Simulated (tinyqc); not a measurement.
Interpolating the pair or each band alone: Wannier functions of a composite (isolated) pair of valence bands (bonds of an sp chain).

Each atom has a hybrid pointing left (<) and right (>). H(k): diagonal +V3 on A, -V3 on B; <A<|A>> = -V1a, <B<|B>> = -V1b, <A>|B<> = -V2, <B>|A<> = -V2p exp(ik); k in 1/a, Bloch sums with exp(ikR). The two lowest bands are filled. Trial functions in cell 0: g1 = cos(c) A> + sin(c) B<, and g2 = sin(c) B> + cos(c) A< of cell 1, whose Bloch vector has cos(c) exp(-ik) on A<. Projection A_mn = <psi_m|g_n>, S = A^+ A, Loewdin U = A S^(-1/2), Bloch-like states w_n = sum_m psi_m U_mn, H_W(k) = U^+ diag(E) U. P = sum_m |psi_m><psi_m| is free of phase choices, and S = g^+ P g, w = P g S^(-1/2).

Values chosen for the exercise: V2 = 4.61 eV (coupling in the bond A-B inside the cell); V2p = 3.23 eV (coupling in the bond to the next cell); V1a = 1.42 eV (coupling of the two hybrids on A); V1b = 1.75 eV (the same on B); V3 = 0 eV (A at +V3, B at -V3); c = 35 degrees (trial bonds cos(c) on A, sin(c) on B).

Largest error on 25 points from 0 to pi. Pair: diagonalise the Hermitian part of sum_R exp(ikR) H(R) over the N cells nearest the origin, with H(R) the mean of exp(-ikR) H_W(k) on the mesh k = 2 pi j/N. Alone: the cosine series of each sorted band on the same mesh.

Errors (meV):
```
N       pair  each band alone
3   18.46712         96.86150
4    3.59535         17.19886
5    1.55004         22.79733
6    0.17720          3.44210
8    0.02347          1.09852
10   0.00325          0.31614
14   0.00007          0.02830
```

smallest spacing of the two filled bands = 1.4189 eV

How do the results move, and what explains it?

At N = 6 the pair errs by 0.18 meV and the single bands by 3.4; at N = 10, 0.0032 against 0.32. Both fall exponentially: the pair at a rate tied to the gap to the empty bands (4.39 eV), the single bands at a slower one tied to their own spacing (1.419 eV at the closest). Not every column falls at every step, since even meshes hold k = pi and odd ones do not.

Computed by tinyqc, a small Python program: `OMP_NUM_THREADS=1 python tinyqc.py 1480987 1480988 out.jsonl` (the numbers bound the seed that draws the inputs); one thread of a shared host (Intel(R) Xeon(R) Processor @ 2.30GHz), about 0.2 s for the whole set of steps.
